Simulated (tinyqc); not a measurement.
Efficiency against current: defect, radiative and Auger recombination at equal electron and hole densities (ABC model).

J/(e d) = Ae n + B n^2 + C n^3 with Ae = A + 4 S/w (four side walls, carriers spread evenly), e = 1.602176634e-19 C, lengths in cm; internal efficiency IQE = B n^2/(Ae n + B n^2 + C n^3); all injected carriers recombine in the layer.

Parameters, chosen for this exercise (orders of magnitude like those quoted for GaAs; the results hold for these values, not for the real material):
- A = 11000000 1/s (defect rate)
- B = 1.2e-10 cm^3/s (radiative coefficient)
- C = 5.5e-30 cm^6/s (Auger coefficient)
- S = 0 cm/s (recombination velocity of the side walls)
- w = 6.6 micrometre (side of the square mesa)
- d = 110 nm (active thickness)

The slope is d ln(B n^2)/d ln J = 2 (Ae + B n + C n^2)/(Ae + 2 B n + 3 C n^2).

Results:

| J (A/cm^2) | n (1/cm^3) | IQE | slope | differential lifetime (ns) |
|---|---|---|---|---|
| 0.50 | 2.10e+16 | 0.186 | 1.685 | 62.3 |
| 2.0 | 6.16e+16 | 0.402 | 1.425 | 38.7 |
| 7.0 | 1.41e+17 | 0.604 | 1.241 | 22.1 |
| 30 | 3.31e+17 | 0.774 | 1.113 | 10.8 |
| 1.0e+02 | 6.35e+17 | 0.852 | 1.052 | 5.88 |
| 5.0e+02 | 1.45e+18 | 0.885 | 0.999 | 2.55 |
| 2.0e+03 | 2.85e+18 | 0.860 | 0.959 | 1.21 |
| 7.0e+03 | 5.14e+18 | 0.798 | 0.920 | 0.595 |
| 3.0e+04 | 9.85e+18 | 0.684 | 0.869 | 0.251 |
| 1.0e+05 | 1.64e+19 | 0.569 | 0.825 | 0.119 |

IQE peaks at 0.885 for J = 478 A/cm^2, where the slope passes 1. It is 0.186 at the lowest current and 0.569 at the highest, a droop of 36 %. The slope runs from 1.69 to 0.82; its limits are 2 (defects alone), 1 (radiation alone) and 2/3 (Auger alone). In the 4 rows above about 2e18 1/cm^3 the bands are degenerate: B saturates and stimulated emission, left out, would clamp n in a laser cavity.

Run: tinyqc, `OMP_NUM_THREADS=1 python tinyqc.py 1651565 1651566 out.jsonl`; Intel(R) Xeon(R) Processor @ 2.30GHz, one thread, shared host; about 0.01 s of CPU time with all checks.
